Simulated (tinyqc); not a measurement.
Tight binding, honeycomb lattice, step by step. One step of it, computed by the program tinyqc.

Problem. Levels at k. Diagonalise the Hermitian matrix.

H(k) at k (eV):
```
,A,B
A,0.000000,-1.937866+1.340740i
B,-1.937866-1.340740i,0.000000
```

Give: eigenvalues; weights |c|^2 of the basis functions.

Solution.

eigenvalues (eV): -2.3565  2.3565

weights |c|^2 of the basis functions:
```
,band 1,band 2
A,0.5000,0.5000
B,0.5000,0.5000
```
